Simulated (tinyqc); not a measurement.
CMOS inverter, nodal equation and switching: effect of the temperature.

An n-channel pull-down (bn, VTn) and a p-channel pull-up (bp, VTp) share the input Vin and the output node Vout, which carries the load C. Transistor (EKV form, voltages against the body): I = 2 n b Vt^2 [F(vp - Vs) - F(vp - Vd)] from drain to source, F(v) = ln^2(1 + exp(v/(2 Vt))), vp = (Vg - VT + sg |Vd - Vs|)/n. n-channel bodies are at 0; for the p-channel device all voltages are counted down from Vdd. b in uA/V^2 gives I in uA. Static: In = Ip. Transient: C dVout/dt = Ip - In. No velocity saturation, no gate capacitance beyond C.

VM solves In = Ip with Vin = Vout; VIL and VIH are the inputs of gain -1, NML = VIL - Vout(VIH), NMH = Vout(VIL) - VIH. For a step input the delay to Vdd/2 is tHL = C times the integral of dV/(In - Ip) from Vdd/2 to Vdd at Vin = Vdd, and tLH likewise with Ip - In from 0 to Vdd/2 at Vin = 0. Thresholds, gain factors and n are held fixed.

Values chosen for this exercise:
- Vdd = 0.5 V (supply voltage)
- n = 1.42 (slope factor)
- sg = 0.051 (drain-induced barrier lowering)
- VTn = 0.36 V (n-channel threshold)
- VTp = 0.32 V (p-channel threshold (magnitude))
- bn = 670 uA/V^2 (gain factor of the pull-down transistor)
- bp = 870 uA/V^2 (gain factor of the pull-up transistor)
- C = 4.8 fF (load capacitance)

Constants: q = 1.602176634e-19 C, kB = 1.380649e-23 J/K, Vt = kB T/q. Results are converted to the units shown.

Result of one run:
```
T (K),VM (V),gain at VM,NML (V),NMH (V),tHL (ps),tLH (ps)
370,0.2757,-19.14,0.2211,0.1671,169.2,90.11
```

What becomes of these results when the temperature T is changed from 370 to 340 K, all else the same?

Result of the changed run:
```
T (K),VM (V),gain at VM,NML (V),NMH (V),tHL (ps),tLH (ps)
340,0.2751,-19.37,0.2244,0.1716,175.0,92.06
```

The whole series:
```
T (K),VM (V),gain at VM,NML (V),NMH (V),tHL (ps),tLH (ps)
220,0.2727,-19.61,0.2372,0.1894,194.4,97.59
250,0.2733,-19.60,0.2341,0.1851,190.5,96.62
280,0.2739,-19.57,0.2309,0.1806,185.9,95.36
310,0.2745,-19.50,0.2276,0.1762,180.6,93.83
340,0.2751,-19.37,0.2244,0.1716,175.0,92.06
370,0.2757,-19.14,0.2211,0.1671,169.2,90.11
400,0.2763,-18.79,0.2178,0.1625,163.2,88.01
430,0.2769,-18.28,0.2145,0.1579,157.3,85.82
```

As T goes from 220 to 430 K, VM rises from 0.273 to 0.277 V, the size of the gain falls from 19.6 to 18.3, tHL falls from 194 to 157 ps and tLH falls from 97.6 to 85.8 ps. The smaller margin is largest, 0.189 V, at T = 220 K among the rows.

tinyqc, about 0.06 s, one thread, Intel Xeon 2.30GHz (shared host): `OMP_NUM_THREADS=1 python tinyqc.py 2340169 2340170 out.jsonl`
